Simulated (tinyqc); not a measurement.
On-chip interconnect, size-dependent resistivity and RC delay: delay against the line length.

A rectangular line between two neighbours and two ground planes. Surface and grain-boundary scattering are added to the bulk resistivity as corrections; capacitances are parallel-plate values without fringing; inductance is ignored.

Metal width x = wd - 2 tl, height y = AR wd - tl; grain boundaries (Mayadas-Shatzkes): al = (lam/(gr x)) Rg/(1 - Rg), g = 1/[1 - 3 al/2 + 3 al^2 - 3 al^3 ln(1 + 1/al)] - 1; surfaces (Fuchs-Sondheimer, thick limit): s = (3/8) lam (1 - ps)(1/x + 1/y); rho = rho0 (1 + g + s); r = rho/(x y); c = eps0 ek (2 wd/hd + 2 Mf AR wd/sp). Elmore delay tE = Rd (c Lw + Cl) + r Lw (c Lw/2 + Cl); t50 is the time at which the far end of a ladder of 30 pi sections (half capacitances at both ends, Cl at the far end, a step applied through Rd) reaches half the step; line share r Lw/(Rd + r Lw); estimate 0.69 Rd (c Lw + Cl) + 0.38 r c Lw^2 + 0.69 r Lw Cl.

Parameters, values chosen for the exercise; metal values close to those of copper: bulk resistivity rho0 = 1.66 uohm cm; bulk mean free path lam = 40.4 nm; specular share of surface scattering ps = 0; reflection coefficient of grain boundaries Rg = 0.2; grain size over the metal width gr = 1.5; drawn line width wd = 30 nm; aspect ratio, height over width AR = 2; liner on both walls and the bottom, not conducting tl = 2.1 nm; space to the neighbouring lines sp = 30 nm; dielectric height to the planes above and below hd = 34 nm; relative permittivity of the dielectric ek = 3.9; Miller factor of the neighbours Mf = 2; driver resistance Rd = 1900 ohm; load capacitance Cl = 1.4 fF.

Constants: eps0 = 8.8541878128e-12 F/m. Results are converted to the units shown.

The same in every row: rho (uohm cm) = 3.687; r (ohm/um) = 24.68; c (fF/um) = 0.3372.

Results:
```
Lw (um),tE (ps),t50 (ps),estimate (ps),line share of the resistance (%)
1,3.339,2.316,2.304,1.282
3,4.723,3.282,3.262,3.751
7,7.590,5.297,5.252,8.335
20,17.83,12.58,12.42,20.62
50,46.82,33.64,33.04,39.37
100,111.8,81.78,80.05,56.50
1000,4839,3660,3630,92.85
3000,3.948e4,2.990e4,2.986e4,97.50
```

Estimate the missing row, Lw = 400 um.

Computed row:
```
Lw (um),tE (ps),t50 (ps),estimate (ps),line share of the resistance (%)
400,938.5,705.8,694.1,83.86
```

With this row back in the table: As Lw goes from 1 to 3000, r stays at 24.7 ohm/um, c stays at 0.337 fF/um and t50 rises from 2.32 to 29900 ps. t50/tE lies between 0.693 and 0.757, and the estimate is within 2.1 % of t50. The delay goes as Lw^(0.32) for the shortest lines and Lw^(1.91) for the longest; the line resistance equals Rd at 77.0 um.

Range of the model: The metal width is under the mean free path, where the thick-limit surface term and the simple sum of corrections lose accuracy.

Numbers from tinyqc (`OMP_NUM_THREADS=1 python tinyqc.py 2100033 2100034 out.jsonl`; about 0.01 s on one thread of a shared Intel Xeon 2.30GHz).
